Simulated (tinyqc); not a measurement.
Ballistic Schottky-barrier transistor with a two-dimensional channel, WKB contacts: effect of the drain bias on the off state.

Source Fermi level 0, drain Fermi level -Vd. Far from the contacts Ec = pn - psi, and the gate moves psi one to one; the band edges relax as exp(-x/lam) from pn at the source and pn - Vd at the drain; Ev = Ec - Eg. A carrier of energy w inside the channel band meets at a contact a barrier of height D (the contact edge beyond the channel edge): T = 1 for w >= D, else exp(-S), S = 4 lam sqrt(m/C) [sqrt(D - w) - sqrt(w) arctan sqrt((D - w)/w)], C = hbar^2/(2 m0). The two contacts combine as Ts Td/(Ts + Td - Ts Td).

I/W = g (2 q^2/h) int T(w) [N(Es + w) - N(Ed + w)] dw with w the energy of motion along the channel, N(y) = (1/2 pi) sqrt(pi m kB T/C) Fm(-y/kB T), Fm(x) = (1/sqrt(pi)) int_0^infinity u^(-1/2)/(1 + exp(u - x)) du. Electrons: Ds = psi, Dd = psi - Vd, Es = Ec, Ed = Ec + Vd. Holes: Ds = -psi, Dd = Vd - psi, Es = -Ev, Ed = -Ev - Vd. The size of each current is taken; both flow from drain to source and add. The integrals are converged. For each Vd, psi is set to the minimum of I.

Inputs (values chosen for the exercise); channel values close to those of a tungsten diselenide layer:
```
symbol  value  unit                                 meaning
T         300     K                             temperature
Eg        1.4    eV                                band gap
pn       0.53    eV  barrier for electrons at both contacts
mn       0.36    m0                           electron mass
mp        0.4    m0                               hole mass
g           2                           valleys or subbands
lam       4.1    nm        screening length at the contacts
```

Constants: q = 1.602176634e-19 C, kB = 1.380649e-23 J/K, hbar = 1.054571817e-34 J s, h = 6.62607015e-34 J s, m0 = 9.1093837015e-31 kg, Vt = kB T/q, hbar^2/(2 m0) = 0.0380998212 eV nm^2. Results are converted to the units shown.

Effect of the drain bias on the off state:
```
Vd (V)  psi at the minimum (V)  smallest I (uA/um)
0.05                    -0.278            5.68e-11
0.21                    -0.232            3.39e-10
0.37                    -0.188             1.77e-9
0.53                    -0.141             1.02e-8
0.68                    -0.096             5.64e-8
0.84                    -0.046             3.74e-7
1                        0.047             2.18e-6
```

What does the comparison show?

The smallest current rises from 5.68e-11 to 2.18e-6 uA/um, 4.79 decades a volt between the last two rows, and the minimum moves by 0.34 V a volt over the table: a larger Vd lets holes enter from the drain while electrons still enter from the source.

Range of the model: No scattering, image-force lowering, channel charge or band-to-band tunnelling; parabolic kappa overstates S deep in the gap.

tinyqc, about 0.5 s, one thread, Intel Xeon 2.30GHz (shared host): `OMP_NUM_THREADS=1 python tinyqc.py 2390046 2390047 out.jsonl`
